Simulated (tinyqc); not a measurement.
Potential-pH (Pourbaix) lines of a metal, its cation, its oxide and an oxyanion, with a complexing ligand: one step, computed by the program tinyqc.

Potentials are against the standard hydrogen electrode; solids and water have unit activity; dG_f of M, H+ and the electron is zero; F = e N_A and s = R T ln(10)/F. The cation carries z = 2.

Question. A complexing ligand. M2+ + 2e = M; MO + 2H+ + 2e = M + H2O; MO2(2-) + 4H+ + 2e = M + 2H2O. For each, E0 = -dG/(z F), and E = E0 + (s/z) log10 a - (s n_H/z) pH, with no activity term for the oxide. The free ligand is c_L/(1 + 10^(pKa - pH)) (ligand in excess); dissolved metal is a in all, so the free cation is a/alpha, alpha = 1 + beta [L]; the cation line drops by (s/z) log10 alpha.

Inputs (values chosen for the exercise, for a model metal):
```
quantity                                     value   unit
temperature T                               298.15      K
log10 of the dissolved activity a               -3      -
pH                                             6.9      -
log10 of the stability constant beta of ML      14      -
pKa of HL                                      9.1      -
total ligand c_L                             0.004  mol/L
```

Species: M, M2+, MO, MO2(2-).

E0 (V): cation -0.7187621, oxide -0.4741135, oxyanion 0.4816276

s = 0.05915935 V

Give: free ligand; log10 alpha; cation line with ligand; that line less the oxide line.

Answer.

free ligand = 2.508e-05 mol/L

log10 alpha = 9.399

cation line with ligand = -1.086 V

that line less the oxide line = -0.2032 V

Caution: the ligand is not in tenfold excess over the metal, as assumed.
